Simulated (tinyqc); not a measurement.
Weak-field and exact binding: hydrogenic impurity: series, fields, screening, photoionisation and donor-acceptor pairs. Computed by tinyqc, a small Python program. Command: `OMP_NUM_THREADS=1 python tinyqc.py 3025155 3025156 out.jsonl hydrogenic walk`. One thread of a shared host (Intel(R) Xeon(R) Processor @ 2.30GHz), about 0.01 s of CPU time with the checks.

One isotropic, parabolic band. Effective units: Ry* and a*, in which H = -nabla^2 - 2/r.

Inputs (values chosen for the exercise, modelled on diamond): electron mass m = 0.553 m_0; dielectric constant eps = 5.66; magnetic field B = 1600 T.

Parts treated: magnetic field and photoionisation.

Constants: Ry = 13.605693123 eV; a_0 = 0.529177210903 angstrom; h x 1 THz = 4.135667696 meV; mu_B = 5.7883818060e-05 eV/T.

Method:
- Ry* = Ry m/eps^2, a* = a_0 eps/m; level n is bound by Ry*/n^2; <r> = (3/2) a* in 1s; lines 1s -> np at Ry* (1 - 1/n^2); 1 THz = 4.135667696 meV.
- gamma = hbar omega_c/(2 Ry*) = mu_B B/(m Ry*). For m_z = 0, H = -nabla^2 - 2/r + gamma^2 rho^2/4, and the band edge moves to gamma Ry*. Basis: exp(-al rho^2 - be z^2), al_k = 0.02 x 2.4^k + gamma/4 x c with k = 0..11, be_k = 0.02 x 2.4^k and c = 0, 0.5, 1 (36 functions). With A = al_i + al_j, B = be_i + be_j (not the field) and the common factor pi^(3/2) dropped: S = 1/(A sqrt(B)), kinetic S (4 al_i al_j/A + 2 be_i be_j/B), <rho^2> = S/A, <1/r> = (2/sqrt(pi)) atanh(u)/(A u), u = sqrt(1 - B/A), which is (2/sqrt(pi))/A when A = B; overlap eigenvalues below 1e-11 are dropped. Binding = (gamma - E) Ry*; the spin term shifts level and edge alike.
- Perturbation theory: E = -1 + gamma^2/2 - (53/96) gamma^4 Ry*.

gamma = 0.713081

Ry* = 234.862 meV

Ground level (Ry*):
```
gamma   B (T)     basis  second order  fourth order  binding
0.071   159.3  -0.99749       -0.9975        -0.997   1.0685
0.180   403.9  -0.98431       -0.9838        -0.984   1.1643
0.300   673.1  -0.95837       -0.9550        -0.959   1.2584
0.360   807.8  -0.94160       -0.9352        -0.944   1.3016
0.500  1121.9  -0.89441       -0.8750        -0.910   1.3944
0.700  1570.6  -0.81144       -0.7550        -0.888   1.5114
0.710  1593.1  -0.80690       -0.7480        -0.888   1.5169
1.000  2243.8  -0.66233       -0.5000        -1.052   1.6623
1.400  3141.3  -0.43232       -0.0200        -2.141   1.8323
2.900  6507.0   0.59665        3.2050       -35.843   2.3034
```

What follows from these numbers?

Second order stays within 1 % of the basis value up to gamma = 0.36 of those listed and fourth order up to 0.36; beyond, the truncated (asymptotic) series fails, while the binding keeps growing slowly, to 2.30 Ry* at gamma = 2.9. Rows above about 100 T are beyond laboratory magnets, and there polaron and band-shape effects enter. Caution: the Bohr radius is only a few bond lengths, so central-cell terms and band anisotropy matter. Caution: the field is beyond non-destructive laboratory magnets (about 100 T).
